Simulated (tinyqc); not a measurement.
# Electron continuity equation in a given potential, Scharfetter-Gummel discretisation, step by step

tinyqc, about 0.01 s, one thread, Intel Xeon 2.30GHz (shared host): `OMP_NUM_THREADS=1 python tinyqc.py 2220130 2220131 out.jsonl` Printed values are rounded.

Steady state in one dimension: J = q mu n E + q D dn/dx with E = -dpsi/dx and D = mu Vt, dJ/dx = 0, fixed densities nL and nR at the ends. The potential is given, psi = 0 for x < L/2 and U (2 x/L - 1) beyond, and is not changed by the electrons.

Values chosen for this exercise; mobility close to that of cadmium telluride at room temperature:
```
symbol,value,unit,meaning
T,273,K,temperature
mu,1010,cm^2/(V s),electron mobility
L,1.6,um,length of the region
nL,9.4e15,cm^-3,density at x = 0
nR,0,cm^-3,density at x = L
U,0.14,V,potential difference psi(L) - psi(0)
```

Constants: q = 1.602176634e-19 C, kB = 1.380649e-23 J/K, Vt = kB T/q. Results are converted to the units shown.

## Potential on the mesh

11 equal intervals, h = L/11; psi = 0 for x < L/2 and U (2 x/L - 1) beyond.

psi, node 0 to 11 (V): 0.0000000  0.0000000  0.0000000  0.0000000  0.0000000  0.0000000  0.0127273  0.0381818  0.0636364  0.0890909  0.1145455  0.1400000

## Bernoulli factors

d_i = (psi_(i+1) - psi_i)/Vt; B(d) = d/(exp(d) - 1), B(0) = 1. The flux on interval i is J_i = (q D/h) [n_(i+1) B(d_i) - n_i B(-d_i)].

```
interval       d_i     B(d_i)   B(-d_i)
0         0.000000          1         1
1         0.000000          1         1
2         0.000000          1         1
3         0.000000          1         1
4         0.000000          1         1
5         0.541003  0.7537706  1.294774
6         1.082006  0.5547062  1.636713
7         1.082006  0.5547062  1.636713
8         1.082006  0.5547062  1.636713
9         1.082006  0.5547062  1.636713
10        1.082006  0.5547062  1.636713
```

The largest |d_i| is 1.08, below 2, so central differences would also keep densities positive.

## Tridiagonal system for the inner nodes

Row i (1 to 10): B(-d_(i-1)) n_(i-1) + b_i n_i + B(d_i) n_(i+1) = f_i with b_i = -B(-d_i) - B(d_(i-1)) and f_i = 0; the known end values are moved to the right: f_1 loses B(-d_0) nL and f_10 loses B(d_10) nR. h = L/11, D = mu Vt.

```
node  diagonal b  right side f (cm^-3)
1             -2               -9.4e15
2             -2                     0
3             -2                     0
4             -2                     0
5      -2.294774                     0
6      -2.390483                     0
7      -2.191419                     0
8      -2.191419                     0
9      -2.191419                     0
10     -2.191419                     0
```

## Densities and current

B(d) = d/(exp(d) - 1) with d_i = (psi_(i+1) - psi_i)/Vt; b and f are the diagonal and right side of the balance equations. Solve B(-d_(i-1)) n_(i-1) + b_i n_i + B(d_i) n_(i+1) = f_i (end values already in f), then J_i = (q D/h) [n_(i+1) B(d_i) - n_i B(-d_i)], h = L/11, D = mu Vt.

n, node 0 to 11 (cm^-3): 9.4e15  7.909822e15  6.419644e15  4.929466e15  3.439288e15  1.949110e15  1.371078e15  1.359065e15  1.323622e15  1.219042e15  9.104702e14  0
J, interval 0 to 10 (A/cm^2): -390.0122  -390.0122  -390.0122  -390.0122  -390.0122  -390.0122  -390.0122  -390.0122  -390.0122  -390.0122  -390.0122

Without sources J is the same on every interval. Against a mesh 200 times finer the densities are off by at most 6.3 % of their local values.

## Three discretisations compared

11 equal intervals. Fluxes J_i = (q D/h)(n_(i+1) P_i - n_i Q_i), d_i = (psi_(i+1) - psi_i)/Vt: Scharfetter-Gummel P = B(d), Q = B(-d), B(d) = d/(exp(d) - 1); central P = 1 - d/2, Q = 1 + d/2; upwind P = 1 + max(-d, 0), Q = 1 + max(d, 0). Balance at each inner node: J_i - J_(i-1) = 0. The reference is Scharfetter-Gummel on 2200 intervals.

Densities (cm^-3):
```
node  Scharfetter-Gummel   central    upwind  reference
0               9.400e15  9.400e15  9.400e15   9.400e15
1               7.910e15  7.912e15  7.892e15   7.936e15
2               6.420e15  6.424e15  6.384e15   6.472e15
3               4.929e15  4.936e15  4.876e15   5.009e15
4               3.439e15  3.447e15  3.368e15   3.545e15
5               1.949e15  1.959e15  1.860e15   2.081e15
6               1.371e15  1.372e15  1.358e15   1.347e15
7               1.359e15  1.365e15  1.320e15   1.335e15
8               1.324e15  1.339e15  1.239e15   1.300e15
9               1.219e15  1.253e15  1.072e15   1.197e15
10              9.105e14  9.657e14  7.243e14   8.943e14
11                     0         0         0          0
```

Largest errors as a share of the largest reference density listed: Scharfetter-Gummel 1.4 %, central 1.3 %, upwind 2.4 %. The largest |d| is 1.08. Upwinding stays positive but acts as if D were larger by the factor 1 + |d|/2, up to 1.54 here.
